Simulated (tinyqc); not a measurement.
Sp3 tight binding, zinc-blende lattice, step by step. One step of it, computed by the program tinyqc.

Task: Bloch Hamiltonian at k. Slater-Koster rules over the four bonds with direction cosines (l, m, n): ss V_ss; s-px l V_sp; px-s -l V_sp; px-px l^2 V_pps + (1 - l^2) V_ppp; px-py l m (V_pps - V_ppp); each times exp(i k.d).

Parameters chosen for this model: zinc-blende lattice, anion at 0, cation at a/4 (1,1,1); V = eta hbar^2 / (m d^2), hbar^2/m = 7.619964 eV angstrom^2:
```
parameter          value      unit
a               5.260000  angstrom
d               2.277647  angstrom
Es anion      -12.550000        eV
Ep anion       -6.910000        eV
Es cation     -12.550000        eV
Ep cation      -6.910000        eV
eta ss         -1.320000
eta sp          1.420000
eta pp sigma    2.220000
eta pp pi      -0.630000
V ss           -1.938894        eV
V sp            2.085780        eV
V pp sigma      3.260867        eV
V pp pi        -0.925381        eV
```

k point k (2 pi / a): [-0.630000, 0.370000, 0.640000]

Give: H(k) at k.

Result:

H(k) at k (eV), order a s, a px, a py, a pz, c s, c px, c py, c pz:
```
[[-12.5500, 0.0000, 0.0000, 0.0000, -1.9069-3.0048i, -1.2259-1.8030i, 2.8411+0.7780i, 1.1844+1.8663i],
 [0.0000, -6.9100, 0.0000, 0.0000, 1.2259+1.8030i, 0.4623+0.7284i, 1.3724+2.1626i, 3.2922+0.9015i],
 [0.0000, 0.0000, -6.9100, 0.0000, -2.8411-0.7780i, 1.3724+2.1626i, 0.4623+0.7284i, -1.4205-2.0893i],
 [0.0000, 0.0000, 0.0000, -6.9100, -1.1844-1.8663i, 3.2922+0.9015i, -1.4205-2.0893i, 0.4623+0.7284i],
 [-1.9069+3.0048i, 1.2259-1.8030i, -2.8411+0.7780i, -1.1844+1.8663i, -12.5500, 0.0000, 0.0000, 0.0000],
 [-1.2259+1.8030i, 0.4623-0.7284i, 1.3724-2.1626i, 3.2922-0.9015i, 0.0000, -6.9100, 0.0000, 0.0000],
 [2.8411-0.7780i, 1.3724-2.1626i, 0.4623-0.7284i, -1.4205+2.0893i, 0.0000, 0.0000, -6.9100, 0.0000],
 [1.1844-1.8663i, 3.2922-0.9015i, -1.4205+2.0893i, 0.4623-0.7284i, 0.0000, 0.0000, 0.0000, -6.9100]]
```
